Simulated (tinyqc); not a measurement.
Tunnelling through a gate dielectric, WKB transmission and Tsu-Esaki current: two steps of the calculation.

Electrons leave the emitter at x = 0. Energies E (motion across the layers) are in eV from the emitter Fermi level; the collector Fermi level lies at -V and offers states at every E. No charge in the dielectric and no image force: F1 = V/t1, U = phi1 - F1 x. With C = hbar^2/(2 m0), kappa = sqrt(m (U - E)/C) where U > E and 0 elsewhere; T(E) = exp(-S), S = 2 times the integral of kappa over x.

Parameters, values chosen for the exercise; dielectric values close to those of silicon dioxide:
```
symbol  value  unit                                                        meaning
T         350     K                                                    temperature
Ef       0.18    eV              Fermi energy of the emitter above its band bottom
me       0.74    m0                            emitter mass in the supply function
phi1     2.98    eV  barrier of layer 1 above the emitter Fermi level at zero bias
m1       0.48    m0                                     tunnelling mass of layer 1
t1        1.3    nm                                           thickness of layer 1
V         0.5     V                                  voltage across the dielectric
E           0    eV                                energy of the electron followed
nc          6                                                  cells in each layer
Ea      -0.18    eV                                   lower end of the energy grid
Eb        0.3    eV                                   upper end of the energy grid
nE         15                                            points of the energy grid
```

Constants: q = 1.602176634e-19 C, kB = 1.380649e-23 J/K, hbar = 1.054571817e-34 J s, m0 = 9.1093837015e-31 kg, Vt = kB T/q, hbar^2/(2 m0) = 0.0380998212 eV nm^2. Results are converted to the units shown.

Task 1. WKB exponent by the midpoint rule. Cut each layer into nc equal cells, take U and kappa at the cell centres, and sum S = 2 sum kappa h.

Give: x; U; kappa; S; T(E).

Result 1.

| cell | x (nm) | U (eV) | kappa (1/nm) |
|---|---|---|---|
| 0 | 0.1083 | 2.9383 | 6.0843 |
| 1 | 0.3250 | 2.8550 | 5.9974 |
| 2 | 0.5417 | 2.7717 | 5.9092 |
| 3 | 0.7583 | 2.6883 | 5.8197 |
| 4 | 0.9750 | 2.6050 | 5.7288 |
| 5 | 1.1917 | 2.5217 | 5.6364 |

S = 15.243
T(E) = 2.3995e-7

Task 2. Current density on a coarse energy grid. Each layer adds (2/F) sqrt(m/C) [G(u at its left edge) - G(u at its right edge)] to S, with u = U - E (0 where negative) and G(u) = (2/3) u^1.5. The slope follows from 1/d = -dS/dE.

J = J0 times the integral of T(E) N(E) dE, N = ln[(1 + exp(-E/Vt))/(1 + exp((-E - V)/Vt))], J0 = q^2 me m0 kB T/(2 pi^2 hbar^3) (times 1e-4 for A/cm^2 per eV), by Simpson's rule on nE equally spaced points from Ea to Eb.

Give: E; T(E); N; T(E) N; J0; J.

Result 2.

| point | E (eV) | T(E) | N | T(E) N |
|---|---|---|---|---|
| 0 | -0.18000 | 1.4627e-7 | 5.9706 | 8.7329e-7 |
| 1 | -0.14571 | 1.6054e-7 | 4.8392 | 7.7687e-7 |
| 2 | -0.11143 | 1.7630e-7 | 3.7191 | 6.5567e-7 |
| 3 | -0.07714 | 1.9372e-7 | 2.6324 | 5.0994e-7 |
| 4 | -0.04286 | 2.1299e-7 | 1.6373 | 3.4871e-7 |
| 5 | -0.00857 | 2.3431e-7 | 0.84531 | 1.9806e-7 |
| 6 | 0.02571 | 2.5791e-7 | 0.35509 | 9.1584e-8 |
| 7 | 0.06000 | 2.8408e-7 | 0.12820 | 3.6420e-8 |
| 8 | 0.09429 | 3.1309e-7 | 0.042952 | 1.3448e-8 |
| 9 | 0.12857 | 3.4528e-7 | 0.013983 | 4.8282e-9 |
| 10 | 0.16286 | 3.8103e-7 | 0.0045080 | 1.7177e-9 |
| 11 | 0.19714 | 4.2077e-7 | 0.0014486 | 6.0953e-10 |
| 12 | 0.23143 | 4.6496e-7 | 4.6502e-4 | 2.1622e-10 |
| 13 | 0.26571 | 5.1414e-7 | 1.4923e-4 | 7.6725e-11 |
| 14 | 0.30000 | 5.6894e-7 | 4.7883e-5 | 2.7242e-11 |

J0 = 3.6119e8 A/(cm^2 eV)
J = 37.990 A/cm^2

The integrand peaks at E = -0.180 eV among these points.

tinyqc, about 0.02 s, one thread, Intel Xeon 2.30GHz (shared host): `OMP_NUM_THREADS=1 python tinyqc.py 2540011 2540012 out.jsonl`
